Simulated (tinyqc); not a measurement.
# Bulk resistivity and mean free path from two films

Inverse problem. In the thick-film limit single-crystal films obey rho = rho0 (1 + 3 (1 - ps) lam/(8 d)). Find rho0, lam and the product rho0 lam.

Values chosen for this exercise:

| symbol | value | unit | meaning |
|---|---|---|---|
| ps | 0 |  | specular share of surface scattering |

rho at d = 62 and 350 nm (uohm cm): 2.1454919  1.7953729

Answer. rho is a straight line in 1/d: the intercept is rho0 and the slope (3/8)(1 - ps) rho0 lam. Without ps only the product (1 - ps) lam could be found.

rho0 = 1.720 uohm cm
lam = 40.90 nm
rho0 lam = 70.35 uohm cm nm

Program tinyqc, `OMP_NUM_THREADS=1 python tinyqc.py 2100025 2100026 out.jsonl`; Intel Xeon 2.30GHz, shared host, one thread, about 0.01 s.
